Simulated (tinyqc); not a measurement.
Inside a calculation. Method: Hubbard chain of 5 sites. One step of it, computed by the program tinyqc.

Problem. Mean-field iteration 1. H(up) = T + U n(down), H(down) = T + U n(up); fill the lowest levels; n(new) = n + mixing (n(out) - n); E = tr T (rho up + rho down) + U sum n_up n_down of the output.

one-body matrix (hopping and site energies) (eV), lower triangle:
```
           1          2          3          4         5
1  -0.470000
2  -1.230000   0.690000
3   0.000000  -1.230000   0.030000
4   0.000000   0.000000  -1.230000  -0.050000
5   0.000000   0.000000   0.000000  -1.230000  0.860000
```

U = 4.200000 eV

electrons, up and down: 1  1

mixing = 1

n(up) at the start (a guess, not normalised): 1 0.500000, 2 0.000000, 3 0.500000, 4 0.000000, 5 0.500000

n(down) at the start (a guess): 1 0.000000, 2 0.500000, 3 0.000000, 4 0.500000, 5 0.000000

Give: levels, up; levels, down; energy; n(up) after iteration 1; n(down) after iteration 1.

Solution.

levels, up (eV): -1.261  -0.630  0.434  2.954  3.762

levels, down (eV): -1.141  -0.277  2.001  3.083  3.694

energy = -2.762 eV

n(up) after iteration 1: 1 0.330, 2 0.136, 3 0.411, 4 0.092, 5 0.031

n(down) after iteration 1: 1 0.034, 2 0.174, 3 0.190, 4 0.552, 5 0.050
